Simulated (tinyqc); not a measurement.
From results back to parameters: valence-band offset from core levels. Three cases, with inputs chosen for the exercise.

Problem. At an interface of A and B the binding energy of the core level of B exceeds that of A by dCL. Binding energy of a core level = (EF - Ev) + CL, with one Fermi level for both sides. Find dEv = Ev(A) - Ev(B) and dEc = Eg2 - Eg1 - dEv with the corrected (second) gaps.

Case 1.

Values chosen (out of a larger set: gaps near those of Si and GaP; not measured data): CL = (47.28, 96.66) eV (depth of a core level below the valence top in bulk A and bulk B); Eg1 = (0.61, 1.22) eV (gap of A: semi-local value, corrected value); Eg2 = (1.64, 2.25) eV (gap of B: semi-local value, corrected value).

dCL = 50.0468 eV

Case 2.

Values chosen (out of a larger set: gaps near those of Si and SiO2; not measured data): CL = (19.76, 26.18) eV (depth of a core level below the valence top in bulk A and bulk B); Eg1 = (0.57, 1.19) eV (gap of A: semi-local value, corrected value); Eg2 = (5.59, 8.94) eV (gap of B: semi-local value, corrected value).

dCL = 10.8331 eV

Case 3.

Values chosen (out of a larger set: gaps near those of Si and SiO2; not measured data): CL = (52.83, 55.67) eV (depth of a core level below the valence top in bulk A and bulk B); Eg1 = (0.63, 1.11) eV (gap of A: semi-local value, corrected value); Eg2 = (5.73, 9.09) eV (gap of B: semi-local value, corrected value).

dCL = 7.3324 eV

Find: dEv; dEc.

Solution. dCL = (EF - Ev(B)) + CL_B - (EF - Ev(A)) - CL_A = dEv + CL_B - CL_A; the Fermi level drops out.

Case 1.

dEv = 0.67 eV
dEc = 0.36 eV

Case 2.

dEv = 4.41 eV
dEc = 3.34 eV

Case 3.

dEv = 4.49 eV
dEc = 3.49 eV

Computed by tinyqc, one run a case: `OMP_NUM_THREADS=1 python tinyqc.py N N+1 out.jsonl` with N = 1880337, 1880341, 1880413; one thread of a shared Intel(R) Xeon(R) Processor @ 2.30GHz, about 0.01 s a run at most.
